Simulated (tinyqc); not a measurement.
Reverse leakage of an n+-p junction: diffusion, generation, trap-assisted and band-to-band tunnelling: one step of the calculation.

One-sided abrupt junction in the depletion approximation, x from the junction (0) to W on the p side, field F = F0 (1 - x/W). Flat quasi-Fermi levels, long p side. Traps generate through SRH with both lifetimes shortened by 1 + Gamma (Hurkx enhancement, form for moderate fields); band-to-band generation is local and needs a total bending above Eg.

Question. Generation rates across the layer. u = (Vbi + VR)(1 - x/W)^2, p = Na exp(-u/Vt), n = Nd exp((u - Vbi - VR)/Vt); G0 = ni^2 (1 - exp(-VR/Vt))/(tau (n + p + 2 ni cosh(Et/Vt))); Gamma = 2 sqrt(3 pi)(F/FG) exp((F/FG)^2); trap-assisted part G0 Gamma; G_bb = Ab F^2.5 exp(-Bb/F) with F in V/cm, zero unless Vbi + VR > Eg. 13 equal steps.

Values chosen for this exercise; band and dielectric values those of a made-up semiconductor: temperature T = 400 K; band gap Eg = 0.906 eV; acceptor density of the lighter side Na = 6.4e16 cm^-3; donor density of the heavier side Nd = 1e19 cm^-3; SRH lifetime of both carriers at zero field tau = 5e-7 s; trap level above the intrinsic level Et = 0.01 eV; band-to-band prefactor Ab = 3.7e16 cm^-0.5 V^-2.5 s^-1; band-to-band field constant Bb = 8.47e6 V/cm; reverse bias VR = 2.5 V.

Constants: q = 1.602176634e-19 C, kB = 1.380649e-23 J/K, Vt = kB T/q. Results are converted to the units shown.

ni = 3.9685438e12 cm^-3
Vbi = 0.84201465 V
W = 298.13208 nm
F0 = 224.19691 kV/cm
FG = 268.76486 kV/cm

Give: x; F; Gamma; G0; G0 Gamma; G_bb.

Answer.

```
point  x (nm)  F (kV/cm)   Gamma  G0 (cm^-3 s^-1)  G0 Gamma (cm^-3 s^-1)  G_bb (1e13 cm^-3 s^-1)
0         0.0      224.2   10.27         3.150e12               3.235e13                   3.447
1        22.9      207.0   8.554         2.222e18               1.901e19                   0.121
2        45.9      189.7   7.133         3.807e18               2.715e19                   0.002
3        68.8      172.5   5.947         3.807e18               2.264e19                   0.000
4        91.7      155.2   4.950         3.807e18               1.884e19                   0.000
5       114.7      138.0   4.102         3.807e18               1.562e19                   0.000
6       137.6      120.7   3.374         3.807e18               1.285e19                   0.000
7       160.5      103.5   2.742         3.807e18               1.044e19                   0.000
8       183.5       86.2   2.184         3.790e18               8.275e18                   0.000
9       206.4       69.0   1.683         2.118e18               3.564e18                   0.000
10      229.3       51.7   1.227         8.411e16               1.032e17                   0.000
11      252.3       34.5  0.8011         4.877e15               3.907e15                   0.000
12      275.2       17.2  0.3956         8.733e14               3.455e14                   0.000
13      298.1        0.0       0         4.921e14                      0                   0.000
```

Range of the model: The n+ side is degenerate, so Vbi from Boltzmann statistics is only a guide.

Program tinyqc, `OMP_NUM_THREADS=1 python tinyqc.py 2290026 2290027 out.jsonl`; Intel Xeon 2.30GHz, shared host, one thread, about 0.01 s.
